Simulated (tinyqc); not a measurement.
# Worked calculation: p-n diode with diffusion and depletion-layer recombination

Numbers from tinyqc (`OMP_NUM_THREADS=1 python tinyqc.py 2260017 2260018 out.jsonl`; about 0.01 s on one thread of a shared Intel Xeon 2.30GHz). Printed values are rounded.

Abrupt junction in the depletion approximation, low injection, full ionisation, neutral widths fixed, ohmic contact on the p side. Vj is the junction voltage; where a series resistance Rs is given, V = Vj + J Rs is the terminal voltage.

Parameters, values chosen for the exercise; band and dielectric values close to those of In0.53Ga0.47As:
```
symbol    value        unit                                               meaning
T           325           K                                           temperature
Eg        0.747          eV                                              band gap
eps_r      14.1                                             relative permittivity
Nc      2.39e17       cm^-3                conduction-band density of states at T
Nv      8.66e18       cm^-3                   valence-band density of states at T
Na       3.1e17       cm^-3                                      acceptor density
Nd       2.2e15       cm^-3                                         donor density
mun        3400  cm^2/(V s)                       electron mobility in the p side
mup         280  cm^2/(V s)                           hole mobility in the n side
tn         1e-6           s                                     electron lifetime
tp         2e-8           s                                         hole lifetime
wp          2.9          um                           neutral width of the p side
wn          7.3          um                           neutral width of the n side
Sp         6000        cm/s               recombination velocity at the n contact
Rs        0.012    ohm cm^2                                     series resistance
Et            0          eV                  trap level above the intrinsic level
Vj         0.27           V  junction voltage at which recombination is evaluated
V          0.38           V                                      terminal voltage
```

Constants: q = 1.602176634e-19 C, kB = 1.380649e-23 J/K, Vt = kB T/q, eps0 = 8.8541878128e-14 F/cm where lengths are in cm. Results are converted to the units shown.

Range of the model: At the terminal voltage used the injected minority density exceeds a tenth of the lighter doping, so the low-injection formulas overstate the current.

## Diffusion lengths and saturation currents

ni = sqrt(Nc Nv) exp(-Eg/(2 Vt)), Eg in volts; D = mu Vt; Ln = sqrt(Dn tn), Lp = sqrt(Dp tp); J0n = q ni^2 Dn coth(wp/Ln)/(Ln Na); J0p = (q ni^2 Dp/(Lp Nd)) (s + tanh(wn/Lp))/(1 + s tanh(wn/Lp)), s = Sp Lp/Dp.

ni = 2.323217e12 cm^-3
Ln = 97.58152 um
Lp = 3.960246 um
J0n = 9.162061e-7 A/cm^2
J0p = 7.577348e-6 A/cm^2

wp/Ln = 0.030 and wn/Lp = 1.8; holes carry 89.2 % of the diffusion current.

## Recombination in the depleted layer

ni = sqrt(Nc Nv) exp(-Eg/(2 Vt)), Eg in volts. Vbi = Vt ln(Na Nd/ni^2), W = sqrt(2 eps0 eps_r (Vbi - Vj)(1/Na + 1/Nd)/q), xp = W Nd/(Na + Nd), xn = W Na/(Na + Nd); u(x) = q Na (x + xp)^2/(2 eps0 eps_r) for x < 0 and Vbi - Vj - q Nd (xn - x)^2/(2 eps0 eps_r) for x > 0; p = Na exp(-u/Vt), n = Nd exp((u - Vbi + Vj)/Vt); U = ni^2 (exp(Vj/Vt) - 1)/(tp (n + ni exp(Et/Vt)) + tn (p + ni exp(-Et/Vt))); J_scr = q times the integral of U from -xp to xn. Trapezoid rule on 15 equal steps.

W = 424.3790 nm

```
point    x (nm)      u (V)    n (cm^-3)    p (cm^-3)  U (cm^-3 s^-1)
0       -2.9905  0.0000000  2.677383e11       3.1e17     2.677188e17
1       25.3014  0.0309771  8.092306e11  1.025652e17     8.091591e17
2       53.5934  0.0614858  2.405313e12  3.450647e16     2.404988e18
3       81.8853  0.0897346  6.595177e12  1.258478e16     6.593438e18
4      110.1772  0.1157236  1.668157e13  4.975482e15     1.667143e19
5      138.4692  0.1394526  3.892271e13  2.132402e15     3.886281e19
6      166.7611  0.1609217  8.377700e13  9.907117e14     8.343089e19
7      195.0530  0.1801309  1.663421e14  4.989649e14     1.644538e20
8      223.3450  0.1970802  3.046738e14  2.724188e14     2.954745e20
9      251.6369  0.2117696  5.147823e14  1.612310e14     4.772583e20
10     279.9288  0.2241991  8.023573e14  1.034438e14     6.810525e20
11     308.2208  0.2343687  1.153633e15  7.194566e13     8.521940e20
12     336.5127  0.2422783  1.530111e15  5.424369e13     9.515898e20
13     364.8046  0.2479281  1.872121e15  4.433413e13     9.863004e20
14     393.0966  0.2513180  2.113005e15  3.928001e13     9.890796e20
15     421.3885  0.2524479       2.2e15  3.772675e13     9.868844e20
```

J_scr = 0.002737739 A/cm^2

With 2000 steps J_scr = 0.002738 A/cm^2; the coarse value is within 0.01 % of it. U is largest at x = 393 nm among these points; the peak lies where tp n = tn p. On the fine grid U peaks at 9.897e20 cm^-3 s^-1, and J_scr/(q U_max) is 40.7 % of W, the effective width of the recombining zone.

## Starting value

Vj = Vt ln(V/(Rs J0)), the value at which all of V would drop over Rs.

Vj at the start = 0.4237769 V

## Iteration 1: new Vj

J0 = J0n + J0p = 8.493554e-6 A/cm^2

Diffusion current alone: J = J0 (exp(Vj/Vt) - 1), g = Vj + J Rs - V, g' = 1 + Rs J0 exp(Vj/Vt)/Vt, Vj(new) = Vj - g/g'.

J = 31.66666 A/cm^2
g = 0.4237768 V
g' = 14.56836
Vj after iteration 1 = 0.3946881 V

## Iteration 2: new Vj

As before.

J = 11.20781 A/cm^2
g = 0.1491819 V
g' = 5.802267
Vj after iteration 2 = 0.3689771 V

## Iteration 3: new Vj

As before.

J = 4.475281 A/cm^2
g = 0.04268049 V
g' = 2.917548
Vj after iteration 3 = 0.3543482 V

## Course of the iteration

Stop when the step is below 1e-10 V, or after 80 iterations.

Course of the iteration:
```
iteration  Vj before the step (V)   step (V)
1                       0.4237769    -0.0291
2                       0.3946881    -0.0257
3                       0.3689771    -0.0146
4                       0.3543482   -2.90e-3
5                       0.3514469   -8.16e-5
6                       0.3513653   -6.01e-8
7                       0.3513652  -3.26e-14
```

Converged in 7 iterations.
